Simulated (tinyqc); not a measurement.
Lattice vibrations of a chain, step by step. One step of it, computed by the program tinyqc.

Problem. Frequencies. omega^2 are the eigenvalues; wavenumber = 521.4708 sqrt(eigenvalue) 1/cm.

D(q) (eV/(angstrom^2 u)), lower triangle (Hermitian):
```
                     1                    2          3         4
1            12.277778
2            -1.128814             0.250211
3  -0.130818-0.101473i            -0.163413   0.778049
4  -0.074372-0.289660i  -0.010891-0.008448i  -0.308357  0.270903
```

Give: eigenvalues; wavenumbers; weights |e|^2 of the mass-weighted modes.

Solution.

eigenvalues: 0.0207  0.2126  0.9517  12.3919

wavenumbers (1/cm): 75.0  240.5  508.7  1835.7

weights |e|^2 of the mass-weighted modes:
```
        mode 1  mode 2  mode 3  mode 4
atom 1  0.0062  0.0029  0.0001  0.9907
atom 2  0.4788  0.4781  0.0345  0.0085
atom 3  0.1605  0.0352  0.8041  0.0002
atom 4  0.3545  0.4837  0.1612  0.0006
```
